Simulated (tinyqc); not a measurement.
## Resonant-tunnelling diode, transfer matrices and Tsu-Esaki current: effect of temperature at two biases

Emitter (band edge 0), barrier d1, well Lw, barrier d2, collector (edge -V). The bias drops linearly over these layers and none in the contacts; each layer is cut into ns equal slices, flat at the value of their centres. E is the energy of motion across the layers, C = hbar^2/(2 m0), psi and psi'/m are continuous. Transport is coherent, T(E) is taken as independent of the transverse momentum, and charge in the well is ignored.

The current at V = 0.321 V and at V = 0.491 V, Ef held fixed. For the pair (psi, psi'/m) a flat layer has M = [[cos kd, (m/k) sin kd], [-(k/m) sin kd, cos kd]] with k = sqrt(m (E - U)/C) above its edge U, and M = [[cosh Kd, (m/K) sinh Kd], [(K/m) sinh Kd, cosh Kd]] with K = sqrt(m (U - E)/C) below it. Later slices stand to the left. With M acting on (psi, psi'/m) and v = k/m in each lead, T(E) = 4 vL vR/[(vL vR M12 - M21)^2 + (vR M11 + vL M22)^2]. J = J0 times the integral over E > 0 of T(E) N(E), N = ln[(1 + exp((Ef - E)/Vt))/(1 + exp((Ef - V - E)/Vt))], J0 = q^2 mw m0 kB T/(2 pi^2 hbar^3) (times 1e-4 for A/cm^2 per eV). The integral is converged to the digits shown.

Values chosen for this exercise; masses and offsets close to those of GaN wells and AlGaN barriers: mass in the well, spacer and contacts mw = 0.2 m0; barrier height U1 = 0.59 eV; barrier mass m1 = 0.27 m0; emitter barrier d1 = 1.5 nm; well width Lw = 1.8 nm; collector barrier d2 = 1.5 nm; slices in each layer ns = 2; Fermi energy of both contacts above their band edges Ef = 0.1 eV.

Constants: q = 1.602176634e-19 C, kB = 1.380649e-23 J/K, hbar = 1.054571817e-34 J s, m0 = 9.1093837015e-31 kg, Vt = kB T/q, hbar^2/(2 m0) = 0.0380998212 eV nm^2. Results are converted to the units shown.

Effect of temperature at two biases:
```
T (K),J at 0.321 V (kA/cm^2),J at 0.491 V (kA/cm^2),ratio
40,411.1,8.610,47.74
77,411.3,8.786,46.81
150,412.3,9.476,43.50
220,415.3,10.62,39.10
300,423.0,12.71,33.28
400,438.9,17.60,24.94
```

What does the comparison show?

The first current rises from 411 to 439 kA/cm^2, the second rises from 8.61 to 17.6 kA/cm^2, and their ratio falls from 47.7 to 24.9. Heat lifts electrons to energies where the barriers transmit more, which raises the second current by a far larger factor than the first.

tinyqc, about 0.07 s, one thread, Intel Xeon 2.30GHz (shared host): `OMP_NUM_THREADS=1 python tinyqc.py 2600040 2600041 out.jsonl`
